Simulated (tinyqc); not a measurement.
Two-sublattice mean-field magnet: ferrimagnet, compensation points and susceptibility: one step, computed by the program tinyqc. Command: `OMP_NUM_THREADS=1 python tinyqc.py 3019436 3019437 out.jsonl ferri walk`. One thread of a shared host (Intel(R) Xeon(R) Processor @ 2.30GHz), about 0.01 s of CPU time with the checks.

A random alloy A(1-x)B(x) with H = -sum over pairs J S_i.S_j. a = <S_A> and b = <S_B> are taken along z, a > 0. Exchange fields: h_A = (1 - x) zJ_AA a + x zJ_AB b, h_B = (1 - x) zJ_AB a + x zJ_BB b; a = S_A B_(S_A)(S_A h_A/(k_B T)) and likewise for b, with the Brillouin function B_S(y) = [(2S + 1)/(2S)] coth[(2S + 1) y/(2S)] - [1/(2S)] coth[y/(2S)].

Problem. First step. Start from a = S_A, b = -S_B and apply the equations once.

Inputs (values chosen for the exercise, for a model ferrimagnet):

| quantity | value | unit |
|---|---|---|
| spin S_A | 1.5 | - |
| spin S_B | 3.5 | - |
| fraction x of B sites | 0.2 | - |
| z J_AA | 48.8 | meV |
| z J_BB | 3.1 | meV |
| z J_AB | -23 | meV |

T = 566.3469 K

Constants: k_B = 8.617333262e-05 eV/K.

Give: h_A; h_B; new a; new b.

Solution.

h_A = 74.66 meV

h_B = -29.77 meV

new a = 1.232

new b = -2.371
